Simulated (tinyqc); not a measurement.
## One-dimensional ballistic tunnel FET, two-band WKB: effect of temperature

A p-type source for x < 0 with its Fermi level at 0 and its valence edge at ds; in the channel the bands fall as D exp(-x/lam) towards their flat values, with the conduction edge at Ec = ds - dP and D = dP + Eg. The gate moves dP one to one. The drain Fermi level lies at -Vd and the drain side reflects nothing. For w = E - Ec between 0 and dP an electron crosses the gap. Two-band dispersion with equal masses m: inside the gap kappa = sqrt(m u (1 - u/Eg)/C), u the distance from a band edge, C = hbar^2/(2 m0).

S(w) = 2 lam int_0^Eg kappa(u) du/(w + Eg - u) = 2 pi lam sqrt(m/(C Eg)) [w + Eg/2 - sqrt(w (w + Eg))], T(w) = exp(-S). I = g (2 q^2/h) int_0^dP T(w) [f(E) - f(E + Vd)] dw, E = ds - dP + w, f(x) = 1/(1 + exp(x/Vt)). Swing = d(dP)/d(log10 I).

Parameters, values chosen for the exercise; band and dielectric values close to those of gallium arsenide: band gap Eg = 1.44 eV; band-edge mass of the two-band model m = 0.068 m0; screening length of the source junction lam = 3.9 nm; source valence edge above the source Fermi level ds = 0.08 eV; drain bias Vd = 0.3 V; number of degenerate subbands (spin apart) g = 1; tunnelling window Ev(source) - Ec(channel) dP = 0.47 eV.

Constants: q = 1.602176634e-19 C, kB = 1.380649e-23 J/K, hbar = 1.054571817e-34 J s, h = 6.62607015e-34 J s, m0 = 9.1093837015e-31 kg, Vt = kB T/q, hbar^2/(2 m0) = 0.0380998212 eV nm^2. Results are converted to the units shown.

Results:
```
T (K),I (uA),swing (mV/decade),Vt ln 10 (mV/decade)
77,0.005033,208.6,15.28
150,0.005124,210.6,29.76
200,0.005207,212.5,39.68
300,0.005367,216.6,59.53
350,0.005430,218.5,69.45
400,0.005478,220.4,79.37
```

Estimate the missing row, T = 250 K.

Computed row:
```
T (K),I (uA),swing (mV/decade),Vt ln 10 (mV/decade)
250,0.005291,214.5,49.61
```

With this row back in the table: I rises from 0.00503 to 0.00548 uA, and the swing rises from 209 to 220 mV/decade, while the thermionic limit rises from 15.3 to 79.4 mV/decade. Gap and mass are held fixed.

Program tinyqc, `OMP_NUM_THREADS=1 python tinyqc.py 2620073 2620074 out.jsonl`; Intel Xeon 2.30GHz, shared host, one thread, about 0.01 s.
